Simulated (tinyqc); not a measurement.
Coherent transport through a tight-binding region between two chains, step by step. One step of it, computed by the program tinyqc.

Task: Transmission at E = -0.78 eV. Surface Green function g = (E - i sqrt(4 t^2 - E^2)) / (2 t^2); self-energy tc^2 g on each contact site; G = (E - H - Sigma)^(-1); Gamma = -2 Im Sigma; T = Gamma_L Gamma_R |G_LR|^2; local density of states -Im G_ii / pi.

H of the central region (eV), lower triangle:
```
           1          2          3         4
1   0.000000
2  -1.770000   0.340000
3   0.000000  -1.770000   0.340000
4  -1.770000   0.000000  -1.770000  0.000000
```

Leads: semi-infinite chains with site energy 0:

| parameter | value |
|---|---|
| lead hopping t (eV) | 1.380000 |
| coupling to the left lead (eV) | 1.160000 |
| coupling to the right lead (eV) | 0.310000 |
| left contact site | 1 |
| right contact site | 4 |

E = -0.780000 eV

Give: g; G; local density of states; transmission.

Result:

g = -0.2048-0.6951i 1/eV

G (1/eV), lower triangle:
```
                 1                2                3                4
1  -0.4292-0.2212i
2   0.1354+0.0595i  -0.5039-0.0425i
3   0.5149+0.2588i   0.1107-0.0863i  -0.4449-0.3134i
4   0.1904+0.1043i   0.5740-0.0121i   0.1728-0.1120i  -0.4646-0.0587i
```

local density of states (1/eV): 0.0704  0.0135  0.0998  0.0187

transmission = 0.0118
